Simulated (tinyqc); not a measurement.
Inside a calculation: Wannier functions of a composite (isolated) pair of valence bands (bonds of an sp chain). Values are carried at full precision from step to step, so a last printed digit may differ when a step is redone from the rounded ones.

Each atom has a hybrid pointing left (<) and right (>). H(k): diagonal +V3 on A, -V3 on B; <A<|A>> = -V1a, <B<|B>> = -V1b, <A>|B<> = -V2, <B>|A<> = -V2p exp(ik); k in 1/a, Bloch sums with exp(ikR). The two lowest bands are filled. Trial functions in cell 0: g1 = cos(c) A> + sin(c) B<, and g2 = sin(c) B> + cos(c) A< of cell 1, whose Bloch vector has cos(c) exp(-ik) on A<. Projection A_mn = <psi_m|g_n>, S = A^+ A, Loewdin U = A S^(-1/2), Bloch-like states w_n = sum_m psi_m U_mn, H_W(k) = U^+ diag(E) U. P = sum_m |psi_m><psi_m| is free of phase choices, and S = g^+ P g, w = P g S^(-1/2).

Parameters, chosen for this exercise:

| symbol | value | unit | meaning |
|---|---|---|---|
| V2 | 2.9 | eV | coupling in the bond A-B inside the cell |
| V2p | 2.88 | eV | coupling in the bond to the next cell |
| V1a | 1.22 | eV | coupling of the two hybrids on A |
| V1b | 0.96 | eV | the same on B |
| V3 | 2.03 | eV | A at +V3, B at -V3 |
| j | 2 |  | mesh point, k = 2 pi j/N |
| N | 4 |  | k points |
| c | 45 | degrees | trial bonds cos(c) on A, sin(c) on B |
| xb | 0.43 | a | position of B (A at 0) |

## H at one mesh point

Fill in the matrix.

H(k) (eV):
```
         A<       A>       B<       B>
A<   2.0300  -1.2200        0   2.8800
A>  -1.2200   2.0300  -2.9000        0
B<        0  -2.9000  -2.0300  -0.9600
B>   2.8800        0  -0.9600  -2.0300
```

## Levels and the projector on the filled bands

Diagonalise; P = sum over the two lowest states of |psi><psi|.

levels (eV): -4.1229  -3.1690  2.9090  4.3829

P:
```
         A<       A>      B<       B>
A<   0.2386   0.1061  0.0679  -0.4072
A>   0.1061   0.2399  0.4080  -0.0678
B<   0.0679   0.4080  0.7601   0.1061
B>  -0.4072  -0.0678  0.1061   0.7614
```

The filled states put 0.957 electrons on A and 3.043 on B at this k.

## Loewdin orthogonalisation

The trial vectors are the columns g1 = (0, cos c, sin c, 0), g2 = (cos c exp(-ik), 0, 0, sin c), k = 2 pi j/N. Form S = g^+ P g, its eigenvalues, S^(-1/2), and w = P g S^(-1/2).

S:
```
         1        2
1   0.9080  -0.0679
2  -0.0679   0.9072
```

eigenvalues of S: 0.8398  0.9755

S^(-1/2):
```
        1       2
1  1.0516  0.0394
2  0.0394  1.0521
```

w:
```
         1        2
A<  0.1114  -0.4756
A>  0.4770  -0.1113
B<  0.8697   0.0609
B>  0.0610   0.8704
```

The combinations of the trial bonds that diagonalise S lie 84.0 to 97.5 % inside the filled space; an eigenvalue near zero would mark a poor choice.

## The Hamiltonian in the new basis

H_W = w^+ H w; its eigenvalues must be the two filled levels.

H_W(k) (eV):
```
        1       2
1  -3.654  -0.477
2  -0.477  -3.638
```

eigenvalues (eV): -4.123  -3.169

## Hoppings between the Wannier functions

H_mn(R) = (1/N) sum_k exp(-ikR) H_W,mn(k), the coupling of function m in cell 0 to function n in cell R.

H(R) (eV):

| R | 11 | 12 | 21 | 22 |
|---|---|---|---|---|
| -1 | 0.0282 | -0.2587 | -0.0105 | 0.0281 |
| 0 | -3.5990 | -0.7453 | -0.7453 | -3.5826 |
| 1 | 0.0282 | -0.0105 | -0.2587 | 0.0281 |
| 2 | 0.0012 | -0.0008 | -0.0008 | 0.0012 |

The bond levels are -3.599 and -3.583 eV, against -sqrt(V2^2 + V3^2) = -3.540 and -3.524 for isolated bonds. Neighbouring bonds couple by -0.745 eV through B; the bond-orbital estimate is -V1b (1 + ap)/2 = -0.756 with the mean V2 in ap = V3/sqrt(V2^2 + V3^2).

## The functions in real space

w_n(R) = (1/N) sum_k exp(ikR) w_n(k); point-like hybrids at R (A) and R + xb (B) give centres and spreads.

Function 1:

| R | A< | A> | B< | B> |
|---|---|---|---|---|
| -1 | 0.0010 | 0.0035 | -0.0030 | -0.0340 |
| 0 | 0.0641 | 0.4698 | 0.8778 | 0.0279 |
| 1 | -0.0499 | -0.0110 | 0.0115 | -0.0001 |
| 2 | -0.0017 | -0.0003 | 0.0004 | -0.0010 |

centres (a): 1 0.3338, 2 0.5573

spreads (a^2): 1 0.0345, 2 0.0582

Function 1 has 99.1 % of its weight on the two hybrids of its bond. Its centre lies +0.1188 a from the middle of the bond, towards B, the atom with the lower level.

## Checks

- Eigenvalues of H_W against the filled levels: they agree to 1e-10 or better.
- W^+ w against the unit matrix: they agree to 1e-10 or better.

tinyqc: `OMP_NUM_THREADS=1 python tinyqc.py 1481601 1481602 out.jsonl`; about 0.3 s, one thread, shared Intel(R) Xeon(R) Processor @ 2.30GHz.
